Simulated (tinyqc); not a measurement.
## Circuit elements from the admittance matrix

Problem. Y belongs to a common-source circuit with y11 = i w (Cgs + Cgd), y12 = -i w Cgd, y21 = gm - i w Cgd, y22 = gds + i w (Cgd + Cd) and a resistance Rg in series with the gate; w = 2 pi f. Find Rg, Cgs + Cgd, Cgd, gm, gds and Cd.

Parameters, values chosen for the exercise:
- f = 5 GHz (signal frequency)

Y with Rg (mS):

|  | 1 | 2 |
|---|---|---|
| 1 | 0.002660127+0.713076032i | -0.000468781-0.125661957i |
| 2 | 6.988224095-0.151733248i | 0.412438369+0.431850711i |

Answer. 1/Y11 = Rg + 1/(i w (Cgs + Cgd)) gives Rg; removing it from Z11 returns the inner y, whose parts are read off.

Rg = 5.231 ohm
Cgs + Cgd = 22.70 fF
Cgd = 4.000 fF
gm = 6.989 mS
gds = 0.4123 mS
Cd = 9.600 fF

Computed by the program tinyqc: `OMP_NUM_THREADS=1 python tinyqc.py 2150007 2150008 out.jsonl`, one thread of a shared Intel Xeon 2.30GHz, about 0.01 s for the whole run.
